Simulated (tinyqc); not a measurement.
## ESD clamp with bipolar snapback, compact model and design window: effect of the exponent of the multiplication

The drain junction multiplies the current that enters it: Igen = (M - 1)(Ic + I0), M = 1/(1 - (Vj/BV)^n). The generated holes leave through the substrate resistance and the base of the parasitic npn: Igen = Vb/Rb + Ic/be, Ic = Is exp(Vb/Vt). Terminal current I = Ic + I0 + Igen and voltage V = Vj + I Ro, per width. Isothermal, constant gain.

For given Vb: Ic, Igen, M = 1 + Igen/(Ic + I0), Vj = BV (1 - 1/M)^(1/n), I and V. Vt1 is the maximum of V along the curve, Vh the following minimum, Vt2 the voltage at I = It2. It1 and Ih are the currents at Vt1 and Vh.

Inputs (values chosen for the exercise); values close to those of grounded-gate n-channel clamps:
- T = 300 K (temperature)
- BV = 6.6 V (junction breakdown voltage)
- be = 3.9 (current gain of the parasitic npn)
- Is = 3.6e-17 A/um (saturation current)
- I0 = 2.7e-12 A/um (junction leakage)
- Rb = 20000 ohm um (substrate resistance)
- Ro = 160 ohm um (drain ballast and contact resistance)
- It2 = 6.6 mA/um (failure current for 100 ns)

Constants: q = 1.602176634e-19 C, kB = 1.380649e-23 J/K, Vt = kB T/q. Results are converted to the units shown.

Effect of the exponent of the multiplication:
```
n,Vt1 (V),It1 (uA/um),Vh (V),Ih (uA/um),Vt2 (V),Vt2 - Vt1 (V)
2,6.603,22.69,3.361,1146,4.074,-2.529
2.5,6.603,23.00,3.861,1100,4.586,-2.018
3,6.603,23.25,4.236,1052,4.974,-1.630
3.5,6.604,23.46,4.527,1005,5.277,-1.327
4,6.604,23.64,4.758,961.8,5.519,-1.084
4.5,6.604,23.80,4.946,922.4,5.718,-0.8859
5,6.604,23.95,5.101,886.5,5.883,-0.7210
5.5,6.604,24.08,5.232,853.8,6.022,-0.5818
6,6.604,24.20,5.342,823.9,6.141,-0.4626
```

As n goes from 2 to 6, Vt1 stays near 6.60 V, It1 rises from 22.7 to 24.2 uA/um, Vh rises from 3.36 to 5.34 V and Vt2 rises from 4.07 to 6.14 V. Vt2 exceeds Vt1, the condition for all fingers to turn on, in 0 of the 9 rows.

Computed by the program tinyqc: `OMP_NUM_THREADS=1 python tinyqc.py 2670039 2670040 out.jsonl`, one thread of a shared Intel Xeon 2.30GHz, about 0.01 s for the whole run.
